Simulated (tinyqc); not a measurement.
CCSD on RHF in the 6-31g basis, for H4, spin multiplicity 1, step by step (part 1 of 3). Computed by tinyqc, a small Python program that keeps every step (integrals from PySCF). Settings: charge = 0, multiplicity = 1, basis = 6-31g, method = RHF, energy threshold = 1e-10, iteration cap = 90, orthogonalisation = symmetric, start = atomic densities, DIIS depth = 6, amplitude equations = CCSD, DIIS depth for amplitudes = 0, cap on updates = 58. Command: `OMP_NUM_THREADS=1 python tinyqc.py 20380 20381 out.jsonl` (the two numbers bound the seeds that draw the settings). One thread of a shared host (Intel(R) Xeon(R) Processor @ 2.60GHz), about 0.5 s of CPU time with the checks. The early iterations of the SCF are left out here.

## One-electron integrals

Geometry (angstrom):
```
atom         x         y         z
H     0.000000  0.000000  0.000000
H     0.000000  0.000000  0.836000
H     0.000000  0.000000  1.971000
H     0.000000  0.000000  2.807000
```

Basis 6-31g: exponents (1/bohr^2) and contraction coefficients of normalised primitives:
```
element  l (shell)   exponent  coefficient
H            s (1)  18.731137     0.033495
H            s (1)   2.825394     0.234727
H            s (1)   0.640122     0.813757
H            s (2)   0.161278     1.000000
```

Overlap, kinetic and nuclear-attraction integrals over the contracted functions; the nuclear repulsion is the sum of Za Zb / Rab.

nuclear repulsion = 2.45769335 hartree

overlap S, order 1H 1s, 1H 2s, 2H 1s, 2H 2s, 3H 1s, 3H 2s, 4H 1s, 4H 2s:
$$\begin{pmatrix}
1.000000 & 0.658292 & 0.373036 & 0.474176 & 0.007999 & 0.106715 & 0.000081 & 0.016580 \\
0.658292 & 1.000000 & 0.474176 & 0.817701 & 0.106715 & 0.326703 & 0.016580 & 0.103420 \\
0.373036 & 0.474176 & 1.000000 & 0.658292 & 0.176329 & 0.359677 & 0.007999 & 0.106715 \\
0.474176 & 0.817701 & 0.658292 & 1.000000 & 0.359677 & 0.690067 & 0.106715 & 0.326703 \\
0.007999 & 0.106715 & 0.176329 & 0.359677 & 1.000000 & 0.658292 & 0.373036 & 0.474176 \\
0.106715 & 0.326703 & 0.359677 & 0.690067 & 0.658292 & 1.000000 & 0.474176 & 0.817701 \\
0.000081 & 0.016580 & 0.007999 & 0.106715 & 0.373036 & 0.474176 & 1.000000 & 0.658292 \\
0.016580 & 0.103420 & 0.106715 & 0.326703 & 0.474176 & 0.817701 & 0.658292 & 1.000000
\end{pmatrix}$$

kinetic energy T (hartree), order 1H 1s, 1H 2s, 2H 1s, 2H 2s, 3H 1s, 3H 2s, 4H 1s, 4H 2s:
$$\begin{pmatrix}
1.395678 & 0.259735 & 0.138498 & 0.145906 & -0.015840 & -0.008921 & -0.000392 & -0.009386 \\
0.259735 & 0.241917 & 0.145906 & 0.171274 & -0.008921 & 0.020090 & -0.009386 & -0.012826 \\
0.138498 & 0.145906 & 1.395678 & 0.259735 & -0.021881 & 0.084444 & -0.015840 & -0.008921 \\
0.145906 & 0.171274 & 0.259735 & 0.241917 & 0.084444 & 0.125653 & -0.008921 & 0.020090 \\
-0.015840 & -0.008921 & -0.021881 & 0.084444 & 1.395678 & 0.259735 & 0.138498 & 0.145906 \\
-0.008921 & 0.020090 & 0.084444 & 0.125653 & 0.259735 & 0.241917 & 0.145906 & 0.171274 \\
-0.000392 & -0.009386 & -0.015840 & -0.008921 & 0.138498 & 0.145906 & 1.395678 & 0.259735 \\
-0.009386 & -0.012826 & -0.008921 & 0.020090 & 0.145906 & 0.171274 & 0.259735 & 0.241917
\end{pmatrix}$$

nuclear attraction V (hartree), order 1H 1s, 1H 2s, 2H 1s, 2H 2s, 3H 1s, 3H 2s, 4H 1s, 4H 2s:
$$\begin{pmatrix}
-2.738405 & -1.443011 & -1.018146 & -1.085095 & -0.020829 & -0.251621 & -0.000200 & -0.039408 \\
-1.443011 & -1.600657 & -1.164688 & -1.436359 & -0.254826 & -0.605549 & -0.039408 & -0.193238 \\
-1.018146 & -1.164688 & -3.015935 & -1.624025 & -0.452445 & -0.874687 & -0.020829 & -0.254826 \\
-1.085095 & -1.436359 & -1.624025 & -1.838773 & -0.874687 & -1.289379 & -0.251621 & -0.605549 \\
-0.020829 & -0.254826 & -0.452445 & -0.874687 & -3.015935 & -1.624025 & -1.018146 & -1.164688 \\
-0.251621 & -0.605549 & -0.874687 & -1.289379 & -1.624025 & -1.838773 & -1.085095 & -1.436359 \\
-0.000200 & -0.039408 & -0.020829 & -0.251621 & -1.018146 & -1.085095 & -2.738405 & -1.443011 \\
-0.039408 & -0.193238 & -0.254826 & -0.605549 & -1.164688 & -1.436359 & -1.443011 & -1.600657
\end{pmatrix}$$

core Hamiltonian H = T + V (hartree), order 1H 1s, 1H 2s, 2H 1s, 2H 2s, 3H 1s, 3H 2s, 4H 1s, 4H 2s:
$$\begin{pmatrix}
-1.342727 & -1.183276 & -0.879648 & -0.939188 & -0.036669 & -0.260541 & -0.000592 & -0.048794 \\
-1.183276 & -1.358741 & -1.018782 & -1.265085 & -0.263747 & -0.585459 & -0.048794 & -0.206063 \\
-0.879648 & -1.018782 & -1.620257 & -1.364290 & -0.474326 & -0.790243 & -0.036669 & -0.263747 \\
-0.939188 & -1.265085 & -1.364290 & -1.596857 & -0.790243 & -1.163726 & -0.260541 & -0.585459 \\
-0.036669 & -0.263747 & -0.474326 & -0.790243 & -1.620257 & -1.364290 & -0.879648 & -1.018782 \\
-0.260541 & -0.585459 & -0.790243 & -1.163726 & -1.364290 & -1.596857 & -0.939188 & -1.265085 \\
-0.000592 & -0.048794 & -0.036669 & -0.260541 & -0.879648 & -0.939188 & -1.342727 & -1.183276 \\
-0.048794 & -0.206063 & -0.263747 & -0.585459 & -1.018782 & -1.265085 & -1.183276 & -1.358741
\end{pmatrix}$$

## Two-electron integrals

Functions are numbered as in S; the eight-fold symmetry (ij|kl) = (ji|kl) = (kl|ij) leaves the list below.

Two-electron integrals (ij|kl) in chemists' order, unique and non-zero (hartree):
```
(11|11) 1.076566   (21|11) 0.578470   (21|21) 0.329423   (22|11) 0.587396
(22|21) 0.361304   (22|22) 0.453150   (31|11) 0.322626   (31|21) 0.185159
(31|22) 0.204546   (31|31) 0.132504   (32|11) 0.305187   (32|21) 0.186822
(32|22) 0.229315   (32|31) 0.141233   (32|32) 0.169882   (33|11) 0.604299
(33|21) 0.378440   (33|22) 0.477771   (33|31) 0.322626   (33|32) 0.408890
(33|33) 1.076566   (41|11) 0.408890   (41|21) 0.233869   (41|22) 0.258276
(41|31) 0.141233   (41|32) 0.145862   (41|33) 0.305187   (41|41) 0.169882
(42|11) 0.454476   (42|21) 0.281462   (42|22) 0.358479   (42|31) 0.176316
(42|32) 0.208323   (42|33) 0.454476   (42|41) 0.208323   (42|42) 0.302992
(43|11) 0.378440   (43|21) 0.236197   (43|22) 0.301017   (43|31) 0.185159
(43|32) 0.233869   (43|33) 0.578470   (43|41) 0.186822   (43|42) 0.281462
(43|43) 0.329423   (44|11) 0.477771   (44|21) 0.301017   (44|22) 0.399040
(44|31) 0.204546   (44|32) 0.258276   (44|33) 0.587396   (44|41) 0.229315
(44|42) 0.358479   (44|43) 0.361304   (44|44) 0.453150   (51|11) 0.004211
(51|21) 0.002673   (51|22) 0.003519   (51|31) 0.002209   (51|32) 0.002945
(51|33) 0.007596   (51|41) 0.002150   (51|42) 0.003405   (51|43) 0.004263
(51|44) 0.004544   (51|51) 0.000057   (52|11) 0.035326   (52|21) 0.023154
(52|22) 0.033949   (52|31) 0.017586   (52|32) 0.026054   (52|33) 0.064397
(52|41) 0.018336   (52|42) 0.034100   (52|43) 0.039812   (52|44) 0.049932
(52|51) 0.000556   (52|52) 0.008414   (53|11) 0.067010   (53|21) 0.043827
(53|22) 0.063036   (53|31) 0.035182   (53|32) 0.052224   (53|33) 0.135223
(53|41) 0.035173   (53|42) 0.063715   (53|43) 0.079842   (53|44) 0.092228
(53|51) 0.001136   (53|52) 0.014918   (53|53) 0.028562   (54|11) 0.108167
(54|21) 0.071070   (54|22) 0.105679   (54|31) 0.052791   (54|32) 0.078854
(54|33) 0.192334   (54|41) 0.055963   (54|42) 0.106362   (54|43) 0.121233
(54|44) 0.158167   (54|51) 0.001694   (54|52) 0.028248   (54|53) 0.048141
(54|54) 0.097278   (55|11) 0.268479   (55|21) 0.176716   (55|22) 0.266781
(55|31) 0.127814   (55|32) 0.192748   (55|33) 0.462500   (55|41) 0.138168
(55|42) 0.269933   (55|43) 0.299600   (55|44) 0.412668   (55|51) 0.004211
(55|52) 0.084622   (55|53) 0.135223   (55|54) 0.305298   (55|55) 1.076566
(61|11) 0.084622   (61|21) 0.049319   (61|22) 0.056141   (61|31) 0.032778
(61|32) 0.035627   (61|33) 0.078537   (61|41) 0.036948   (61|42) 0.047564
(61|43) 0.046811   (61|44) 0.054826   (61|51) 0.000556   (61|52) 0.004749
(61|53) 0.009277   (61|54) 0.014414   (61|55) 0.035326   (61|61) 0.008414
(62|11) 0.145452   (62|21) 0.092301   (62|22) 0.124519   (62|31) 0.064029
(62|32) 0.082814   (62|33) 0.190524   (62|41) 0.070853   (62|42) 0.113971
(62|43) 0.117297   (62|44) 0.147413   (62|51) 0.001495   (62|52) 0.017173
(62|53) 0.031427   (62|54) 0.054885   (62|55) 0.145452   (62|61) 0.017173
(62|62) 0.048367   (63|11) 0.175931   (63|21) 0.112247   (63|22) 0.150304
(63|31) 0.089888   (63|32) 0.120798   (63|33) 0.305298   (63|41) 0.089629
(63|42) 0.145061   (63|43) 0.175250   (63|44) 0.194654   (63|51) 0.002344
(63|52) 0.024344   (63|53) 0.048141   (63|54) 0.075400   (63|55) 0.192334
(63|61) 0.023008   (63|62) 0.064291   (63|63) 0.097278   (64|11) 0.246807
(64|21) 0.159501   (64|22) 0.225843   (64|31) 0.114015   (64|32) 0.156372
(64|33) 0.366778   (64|41) 0.123935   (64|42) 0.215064   (64|43) 0.228361
(64|44) 0.294401   (64|51) 0.002997   (64|52) 0.039718   (64|53) 0.069919
(64|54) 0.131074   (64|55) 0.366778   (64|61) 0.030840   (64|62) 0.098836
(64|63) 0.131074   (64|64) 0.215787   (65|11) 0.176716   (65|21) 0.116267
(65|22) 0.174842   (65|31) 0.083924   (65|32) 0.125181   (65|33) 0.299600
(65|41) 0.090828   (65|42) 0.175326   (65|43) 0.192682   (65|44) 0.263718
(65|51) 0.002673   (65|52) 0.049319   (65|53) 0.079842   (65|54) 0.175250
(65|55) 0.578470   (65|61) 0.023154   (65|62) 0.092301   (65|63) 0.121233
(65|64) 0.228361   (65|65) 0.329423   (66|11) 0.266781   (66|21) 0.174842
(66|22) 0.259246   (66|31) 0.123280   (66|32) 0.176374   (66|33) 0.412668
(66|41) 0.135562   (66|42) 0.252001   (66|43) 0.263718   (66|44) 0.362185
(66|51) 0.003519   (66|52) 0.056141   (66|53) 0.092228   (66|54) 0.194654
(66|55) 0.587396   (66|61) 0.033949   (66|62) 0.124519   (66|63) 0.158167
(66|64) 0.294401   (66|65) 0.361304   (66|66) 0.453150   (71|11) 0.000031
(71|21) 0.000020   (71|22) 0.000029   (71|31) 0.000016   (71|32) 0.000024
(71|33) 0.000061   (71|41) 0.000016   (71|42) 0.000029   (71|43) 0.000036
(71|44) 0.000042   (71|51) 5.17e-07   (71|52) 0.000007   (71|53) 0.000013
(71|54) 0.000022   (71|55) 0.000061   (71|61) 4.23e-06   (71|62) 0.000014
(71|63) 0.000022   (71|64) 0.000032   (71|65) 0.000036   (71|66) 0.000042
(71|71) 5.97e-09   (72|11) 0.003876   (72|21) 0.002551   (72|22) 0.003861
(72|31) 0.001781   (72|32) 0.002615   (72|33) 0.006117   (72|41) 0.001973
(72|42) 0.003817   (72|43) 0.003990   (72|44) 0.005732   (72|51) 0.000054
(72|52) 0.001061   (72|53) 0.001626   (72|54) 0.003886   (72|55) 0.013137
(72|61) 0.000495   (72|62) 0.002015   (72|63) 0.002498   (72|64) 0.005138
(72|65) 0.007705   (72|66) 0.008787   (72|71) 7.42e-07   (72|72) 0.000200
(73|11) 0.002331   (73|21) 0.001534   (73|22) 0.002297   (73|31) 0.001137
(73|32) 0.001721   (73|33) 0.004211   (73|41) 0.001207   (73|42) 0.002330
(73|43) 0.002673   (73|44) 0.003519   (73|51) 0.000038   (73|52) 0.000673
(73|53) 0.001136   (73|54) 0.002344   (73|55) 0.007596   (73|61) 0.000312
(73|62) 0.001230   (73|63) 0.001694   (73|64) 0.002997   (73|65) 0.004263
(73|66) 0.004544   (73|71) 5.17e-07   (73|72) 0.000094   (73|73) 0.000057
(74|11) 0.023217   (74|21) 0.015283   (74|22) 0.023174   (74|31) 0.010497
(74|32) 0.015264   (74|33) 0.035326   (74|41) 0.011761   (74|42) 0.022702
(74|43) 0.023154   (74|44) 0.033949   (74|51) 0.000312   (74|52) 0.006194
(74|53) 0.009277   (74|54) 0.023008   (74|55) 0.078537   (74|61) 0.002928
(74|62) 0.011948   (74|63) 0.014414   (74|64) 0.030840   (74|65) 0.046811
(74|66) 0.054826   (74|71) 4.23e-06   (74|72) 0.001278   (74|73) 0.000556
(74|74) 0.008414   (75|11) 0.082839   (75|21) 0.054532   (75|22) 0.082740
(75|31) 0.037643   (75|32) 0.055051   (75|33) 0.127814   (75|41) 0.042032
(75|42) 0.081577   (75|43) 0.083924   (75|44) 0.123280   (75|51) 0.001137
(75|52) 0.023859   (75|53) 0.035182   (75|54) 0.089888   (75|55) 0.322626
(75|61) 0.010497   (75|62) 0.043587   (75|63) 0.052791   (75|64) 0.114015
(75|65) 0.185159   (75|66) 0.204546   (75|71) 0.000016   (75|72) 0.005017
(75|73) 0.002209   (75|74) 0.032778   (75|75) 0.132504   (76|11) 0.094635
(76|21) 0.062297   (76|22) 0.094573   (76|31) 0.042032   (76|32) 0.060371
(76|33) 0.138168   (76|41) 0.047670   (76|42) 0.091498   (76|43) 0.090828
(76|44) 0.135562   (76|51) 0.001207   (76|52) 0.023890   (76|53) 0.035173
(76|54) 0.089629   (76|55) 0.305187   (76|61) 0.011761   (76|62) 0.047654
(76|63) 0.055963   (76|64) 0.123935   (76|65) 0.186822   (76|66) 0.229315
(76|71) 0.000016   (76|72) 0.005421   (76|73) 0.002150   (76|74) 0.036948
(76|75) 0.141233   (76|76) 0.169882   (77|11) 0.188521   (77|21) 0.124102
(77|22) 0.188500   (77|31) 0.082839   (77|32) 0.118063   (77|33) 0.268479
(77|41) 0.094635   (77|42) 0.180952   (77|43) 0.176716   (77|44) 0.266781
(77|51) 0.002331   (77|52) 0.046266   (77|53) 0.067010   (77|54) 0.175931
(77|55) 0.604299   (77|61) 0.023217   (77|62) 0.093813   (77|63) 0.108167
(77|64) 0.246807   (77|65) 0.378440   (77|66) 0.477771   (77|71) 0.000031
(77|72) 0.011905   (77|73) 0.004211   (77|74) 0.084622   (77|75) 0.322626
(77|76) 0.408890   (77|77) 1.076566   (81|11) 0.011905   (81|21) 0.007086
(81|22) 0.008354   (81|31) 0.005017   (81|32) 0.005728   (81|33) 0.013137
(81|41) 0.005421   (81|42) 0.007340   (81|43) 0.007705   (81|44) 0.008787
(81|51) 0.000094   (81|52) 0.000824   (81|53) 0.001626   (81|54) 0.002498
(81|55) 0.006117   (81|61) 0.001278   (81|62) 0.002786   (81|63) 0.003886
(81|64) 0.005138   (81|65) 0.003990   (81|66) 0.005732   (81|71) 7.42e-07
(81|72) 0.000084   (81|73) 0.000054   (81|74) 0.000495   (81|75) 0.001781
(81|76) 0.001973   (81|77) 0.003876   (81|81) 0.000200   (82|11) 0.036989
(82|21) 0.023904   (82|22) 0.033847   (82|31) 0.017087   (82|32) 0.023435
(82|33) 0.054969   (82|41) 0.018574   (82|42) 0.032231   (82|43) 0.034224
(82|44) 0.044121   (82|51) 0.000449   (82|52) 0.005952   (82|53) 0.010479
(82|54) 0.019644   (82|55) 0.054969   (82|61) 0.004622   (82|62) 0.014812
(82|63) 0.019644   (82|64) 0.032340   (82|65) 0.034224   (82|66) 0.044121
(82|71) 4.82e-06   (82|72) 0.000770   (82|73) 0.000449   (82|74) 0.004622
(82|75) 0.017087   (82|76) 0.018574   (82|77) 0.036989   (82|81) 0.000770
(82|82) 0.004847   (83|11) 0.046266   (83|21) 0.029873   (83|22) 0.041334
(83|31) 0.023859   (83|32) 0.033343   (83|33) 0.084622   (83|41) 0.023890
(83|42) 0.040603   (83|43) 0.049319   (83|44) 0.056141   (83|51) 0.000673
(83|52) 0.007712   (83|53) 0.014918   (83|54) 0.024344   (83|55) 0.064397
(83|61) 0.006194   (83|62) 0.018779   (83|63) 0.028248   (83|64) 0.039718
(83|65) 0.039812   (83|66) 0.049932   (83|71) 0.000007   (83|72) 0.000824
(83|73) 0.000556   (83|74) 0.004749   (83|75) 0.017586   (83|76) 0.018336
(83|77) 0.035326   (83|81) 0.001061   (83|82) 0.005952   (83|83) 0.008414
(84|11) 0.093813   (84|21) 0.061335   (84|22) 0.090111   (84|31) 0.043587
(84|32) 0.061966   (84|33) 0.145452   (84|41) 0.047654   (84|42) 0.087430
(84|43) 0.092301   (84|44) 0.124519   (84|51) 0.001230   (84|52) 0.018779
(84|53) 0.031427   (84|54) 0.064291   (84|55) 0.190524   (84|61) 0.011948
(84|62) 0.042591   (84|63) 0.054885   (84|64) 0.098836   (84|65) 0.117297
(84|66) 0.147413   (84|71) 0.000014   (84|72) 0.002786   (84|73) 0.001495
(84|74) 0.017173   (84|75) 0.064029   (84|76) 0.070853   (84|77) 0.145452
(84|81) 0.002015   (84|82) 0.014812   (84|83) 0.017173   (84|84) 0.048367
(85|11) 0.118063   (85|21) 0.077705   (85|22) 0.117379   (85|31) 0.055051
(85|32) 0.081573   (85|33) 0.192748   (85|41) 0.060371   (85|42) 0.116989
(85|43) 0.125181   (85|44) 0.176374   (85|51) 0.001721   (85|52) 0.033343
(85|53) 0.052224   (85|54) 0.120798   (85|55) 0.408890   (85|61) 0.015264
(85|62) 0.061966   (85|63) 0.078854   (85|64) 0.156372   (85|65) 0.233869
(85|66) 0.258276   (85|71) 0.000024   (85|72) 0.005728   (85|73) 0.002945
(85|74) 0.035627   (85|75) 0.141233   (85|76) 0.145862   (85|77) 0.305187
(85|81) 0.002615   (85|82) 0.023435   (85|83) 0.026054   (85|84) 0.082814
(85|85) 0.169882   (86|11) 0.180952   (86|21) 0.118993   (86|22) 0.179251
(86|31) 0.081577   (86|32) 0.116989   (86|33) 0.269933   (86|41) 0.091498
(86|42) 0.173341   (86|43) 0.175326   (86|44) 0.252001   (86|51) 0.002330
(86|52) 0.040603   (86|53) 0.063715   (86|54) 0.145061   (86|55) 0.454476
(86|61) 0.022702   (86|62) 0.087430   (86|63) 0.106362   (86|64) 0.215064
(86|65) 0.281462   (86|66) 0.358479   (86|71) 0.000029   (86|72) 0.007340
(86|73) 0.003405   (86|74) 0.047564   (86|75) 0.176316   (86|76) 0.208323
(86|77) 0.454476   (86|81) 0.003817   (86|82) 0.032231   (86|83) 0.034100
(86|84) 0.113971   (86|85) 0.208323   (86|86) 0.302992   (87|11) 0.124102
(87|21) 0.081695   (87|22) 0.124065   (87|31) 0.054532   (87|32) 0.077705
(87|33) 0.176716   (87|41) 0.062297   (87|42) 0.118993   (87|43) 0.116267
(87|44) 0.174842   (87|51) 0.001534   (87|52) 0.029873   (87|53) 0.043827
(87|54) 0.112247   (87|55) 0.378440   (87|61) 0.015283   (87|62) 0.061335
(87|63) 0.071070   (87|64) 0.159501   (87|65) 0.236197   (87|66) 0.301017
(87|71) 0.000020   (87|72) 0.007086   (87|73) 0.002673   (87|74) 0.049319
(87|75) 0.185159   (87|76) 0.233869   (87|77) 0.578470   (87|81) 0.002551
(87|82) 0.023904   (87|83) 0.023154   (87|84) 0.092301   (87|85) 0.186822
(87|86) 0.281462   (87|87) 0.329423   (88|11) 0.188500   (88|21) 0.124065
(88|22) 0.188032   (88|31) 0.082740   (88|32) 0.117379   (88|33) 0.266781
(88|41) 0.094573   (88|42) 0.179251   (88|43) 0.174842   (88|44) 0.259246
(88|51) 0.002297   (88|52) 0.041334   (88|53) 0.063036   (88|54) 0.150304
(88|55) 0.477771   (88|61) 0.023174   (88|62) 0.090111   (88|63) 0.105679
(88|64) 0.225843   (88|65) 0.301017   (88|66) 0.399040   (88|71) 0.000029
(88|72) 0.008354   (88|73) 0.003519   (88|74) 0.056141   (88|75) 0.204546
(88|76) 0.258276   (88|77) 0.587396   (88|81) 0.003861   (88|82) 0.033847
(88|83) 0.033949   (88|84) 0.124519   (88|85) 0.229315   (88|86) 0.358479
(88|87) 0.361304   (88|88) 0.453150
```

## Orthogonalisation

S = U s U^T; symmetric (Loewdin) form X = U s^(-1/2) U^T, so that X^T S X = 1.

eigenvalues of S: [0.021243, 0.113763, 0.337958, 0.477655, 0.564944, 0.797478, 2.105958, 3.581001]

X, order 1H 1s, 1H 2s, 2H 1s, 2H 2s, 3H 1s, 3H 2s, 4H 1s, 4H 2s:
$$\begin{pmatrix}
1.279591 & -0.470324 & -0.127865 & -0.035008 & 0.003675 & 0.130484 & -0.016746 & -0.046968 \\
-0.470324 & 2.163253 & 0.134906 & -1.585004 & 0.007609 & 0.672361 & -0.046968 & -0.219524 \\
-0.127865 & 0.134906 & 1.298467 & -0.650605 & -0.016133 & 0.084592 & 0.003675 & 0.007609 \\
-0.035008 & -1.585004 & -0.650605 & 3.589032 & 0.084592 & -2.017950 & 0.130484 & 0.672361 \\
0.003675 & 0.007609 & -0.016133 & 0.084592 & 1.298467 & -0.650605 & -0.127865 & 0.134906 \\
0.130484 & 0.672361 & 0.084592 & -2.017950 & -0.650605 & 3.589032 & -0.035008 & -1.585004 \\
-0.016746 & -0.046968 & 0.003675 & 0.130484 & -0.127865 & -0.035008 & 1.279591 & -0.470324 \\
-0.046968 & -0.219524 & 0.007609 & 0.672361 & 0.134906 & -1.585004 & -0.470324 & 2.163253
\end{pmatrix}$$

## Starting guess

The start is atomic minimal-basis densities projected into this basis (PySCF's MINAO start) and scaled to the electron count of each spin; this density is not idempotent, so its energy is not variational and may lie below the converged one.

D at the start, order 1H 1s, 1H 2s, 2H 1s, 2H 2s, 3H 1s, 3H 2s, 4H 1s, 4H 2s:
$$\begin{pmatrix}
0.271666 & 0.305210 & -0.004633 & -0.015111 & -0.008858 & 0.010258 & -0.003449 & -0.001578 \\
0.305210 & 0.344964 & 0.011229 & 0.000725 & 0.006798 & 0.029308 & -0.001578 & 0.002856 \\
-0.004633 & 0.011229 & 0.275958 & 0.290497 & -0.004589 & -0.001452 & -0.008858 & 0.006798 \\
-0.015111 & 0.000725 & 0.290497 & 0.307623 & -0.001452 & 0.000588 & 0.010258 & 0.029308 \\
-0.008858 & 0.006798 & -0.004589 & -0.001452 & 0.275958 & 0.290497 & -0.004633 & 0.011229 \\
0.010258 & 0.029308 & -0.001452 & 0.000588 & 0.290497 & 0.307623 & -0.015111 & 0.000725 \\
-0.003449 & -0.001578 & -0.008858 & 0.010258 & -0.004633 & -0.015111 & 0.271666 & 0.305210 \\
-0.001578 & 0.002856 & 0.006798 & 0.029308 & 0.011229 & 0.000725 & 0.305210 & 0.344964
\end{pmatrix}$$
